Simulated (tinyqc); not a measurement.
# Worked calculation: interface traps from C-V curves, high-low and Terman methods

Numbers from tinyqc (`OMP_NUM_THREADS=1 python tinyqc.py 2030017 2030018 out.jsonl`; about 0.01 s on one thread of a shared Intel Xeon 2.30GHz). Printed values are rounded.

MOS capacitor on an n-type substrate; psi is the band bending, negative in depletion; only majority carriers are counted. At the bending psi the Fermi level lies y = xi - psi below the conduction edge at the surface, xi = Vt ln(Nc/Nd). Dit(y) = D0 + D1 exp(-y/E1); traps fill up to the Fermi level, follow the bias and a slow signal, and do not follow a fast one. V is the gate voltage from flat band.

Parameters, values chosen for the exercise; band and dielectric values close to those of silicon: temperature T = 300 K; relative permittivity eps_r = 11.6; conduction-band density of states at T Nc = 2.76e19 cm^-3; donor density Nd = 1.6e17 cm^-3; equivalent oxide thickness EOT = 22 nm; trap density far from the band edge D0 = 2.3e12 cm^-2 eV^-1; band-tail density at the conduction edge D1 = 5.1e13 cm^-2 eV^-1; decay energy of the tail E1 = 0.1 eV; points n = 7; deepest band bending pa = -0.65 V; shallowest band bending pb = -0.039 V.

Constants: q = 1.602176634e-19 C, kB = 1.380649e-23 J/K, Vt = kB T/q, eps0 = 8.8541878128e-14 F/cm where lengths are in cm. Results are converted to the units shown.

Range of the model: Traps more than about 25 kB T below the conduction edge emit electrons too slowly to follow an ordinary sweep, so the deepest points are idealised.

## The curves

Cox = 3.9 eps0/EOT, LD = sqrt(eps0 eps_r Vt/(q Nd)), u = psi/Vt, Cd = (eps0 eps_r/(sqrt(2) LD)) |exp(u) - 1|/sqrt(exp(u) - u - 1). Ideal V0 = psi - sqrt(2) (eps0 eps_r Vt/LD) sqrt(exp(u) - u - 1)/Cox for psi < 0; the traps add dV = (q/Cox) times the integral of Dit from 0 to psi = (q/Cox) [D0 psi + D1 E1 exp(-xi/E1) (exp(psi/E1) - 1)]. 1/C_HF = 1/Cox + 1/Cd, 1/C_LF = 1/Cox + 1/(Cd + q Dit). Take n equally spaced psi from pa to pb.

```
point    psi (V)    y (eV)  Dit (cm^-2 eV^-1)    V0 (V)     V (V)  C_HF (nF/cm^2)  C_LF (nF/cm^2)
0      -0.650000  0.783148         2.32025e12  -1.80501  -4.70375         75.4341         120.404
1      -0.548167  0.681315         2.35606e12  -1.60476  -4.26077         78.9273         121.420
2      -0.446333  0.579481         2.45521e12  -1.39435  -3.80116         83.1767         123.085
3      -0.344500  0.477648         2.72971e12  -1.16977  -3.30949         88.5670         126.071
4      -0.242667  0.375815         3.48967e12  -0.92342  -2.74648         95.8805         131.363
5      -0.140833  0.273981         5.59370e12  -0.63682  -2.00604         107.059         139.235
6      -0.039000  0.172148         1.14189e13  -0.23981  -0.77535         126.450         147.618
```

Cox = 156.961 nF/cm^2

At the deepest bending the traps stretch the gate voltage from -1.81 to -4.70 V.

## High-low extraction

q Dit = (1/C_LF - 1/Cox)^(-1) - (1/C_HF - 1/Cox)^(-1) at each point.

Dit by high-low, point 0 to 6 (cm^-2 eV^-1): [2.32025e12, 2.35606e12, 2.45521e12, 2.72971e12, 3.48967e12, 5.59370e12, 1.14189e13]

With a true high-frequency curve this returns Dit exactly.

## Terman extraction

psi at each point follows from C_HF and the ideal curve. Dit = (Cox/q) d(V - V0)/dpsi by central differences over the two neighbours.

Dit by Terman, point 1 to 5 (cm^-2 eV^-1): [2.36626e12, 2.48346e12, 2.80792e12, 3.70622e12, 6.19322e12]

The differences overstate the curved tail; the largest error is 11 %, at point 5.
